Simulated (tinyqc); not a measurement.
What moves the results: virtual-crystal alloy in the empirical-pseudopotential method. A value that a table varies takes the place of the one given here.

Empirical pseudopotential on the fcc lattice, atoms at +/- tau, tau = a (1,1,1)/8, no spin-orbit coupling. H(G,G') = c (2 pi/a)^2 |k + G|^2 delta + VS(q) cos(q.tau) + i VA(q) sin(q.tau), q = G - G', c = hbar^2/2m0; k and G in units of 2 pi/a; VS at |q|^2 = 3, 8, 11 and VA at 3, 4, 11, in rydberg, zero elsewhere. At each k the basis holds all G with |k + G|^2 up to 16; energies are counted from the fourth level at Gamma.

Virtual crystal A(1-x)B(x): a = (1 - x) a_A + x a_B. Rule linear: V = (1 - x) V_A + x V_B. Rule volume: V = [(1 - x) a_A^3 V_A + x a_B^3 V_B]/a^3, since a form factor is an atomic potential divided by the cell volume.

Constants: hbar^2/2m0 = 3.80998211 eV angstrom^2; Ry = 13.60569312 eV.

Inputs chosen for the exercise (classic local form factors of the size used for GaAs (A) and GaP (B), which place X and L only to a few tenths of an eV; the results hold for these values, not for the real material): a = (5.637, 5.431) angstrom (lattice constants of A, B); VSA = (-0.226, 0.009, 0.06) Ry (symmetric form factors of A); VAA = (0.071, 0.05, 0.01) Ry (antisymmetric form factors of A); VSB = (-0.221, 0.029, 0.071) Ry (symmetric form factors of B); VAB = (0.123, 0.071, 0.021) Ry (antisymmetric form factors of B); rule = volume (mixing rule).

## Gaps across the alloy

Gaps from the valence top to the fifth band at Gamma, at L = (1/2,1/2,1/2) and at the lowest of k = (f,0,0), f = 0.70, 0.75, ..., 1.00. Bowing C = 4 [(E(0) + E(1))/2 - E(1/2)].

Gaps (eV):
```
x      Gamma  Delta/X  f of the minimum      L   lowest
0.000  1.381    1.623              0.95  1.582    Gamma
0.167  1.600    1.712              0.95  1.746    Gamma
0.333  1.814    1.805              1.00  1.913  Delta/X
0.500  2.024    1.902              1.00  2.081  Delta/X
0.667  2.230    2.002              1.00  2.250  Delta/X
0.833  2.430    2.107              1.00  2.420  Delta/X
1.000  2.626    2.215              1.00  2.589  Delta/X
```

bowing (eV): Gamma -0.085, Delta/X 0.068, L 0.017

What does this show, and why?

The lowest valley changes: Gamma to Delta/X between x = 0.167 and 0.333. From A to B the Gamma gap moves by +1.25 eV, L by +1.01 eV and Delta/X by +0.59 eV; a move of Delta/X below about 0.4 eV is within the error of such form factors, sign included. The virtual crystal holds no disorder and no bond relaxation, so its bowing comes from the non-linear dependence on the mean potential and volume alone, and it may differ from measured bowing, which is positive in these alloys, in size and even in sign; crossings move with it.

## Two mixing rules

Gaps from the valence top to the fifth band at Gamma, at L = (1/2,1/2,1/2) and at the lowest of k = (f,0,0), f = 0.70, 0.75, ..., 1.00. Both rules agree at the ends.

Gaps (eV):
```
x     Gamma, linear  Delta/X, linear  L, linear  Gamma, volume  Delta/X, volume  L, volume
0.25          1.736            1.775      1.853          1.708            1.759      1.830
0.50          2.060            1.924      2.112          2.024            1.902      2.081
0.75          2.355            2.071      2.357          2.330            2.054      2.335
```

How do the results move?

At x = 0.5 the volume rule moves Gamma by -35 meV, Delta/X by -22 meV and L by -31 meV, that is the bowing by -4 times these; the lattice constants differ by 3.7 %, and the rules would coincide for equal ones.

Run: tinyqc, `OMP_NUM_THREADS=1 python tinyqc.py 1080101 1080102 out.jsonl`; Intel(R) Xeon(R) Processor @ 2.30GHz, one thread, shared host; about 0.2 s of CPU time with all checks.
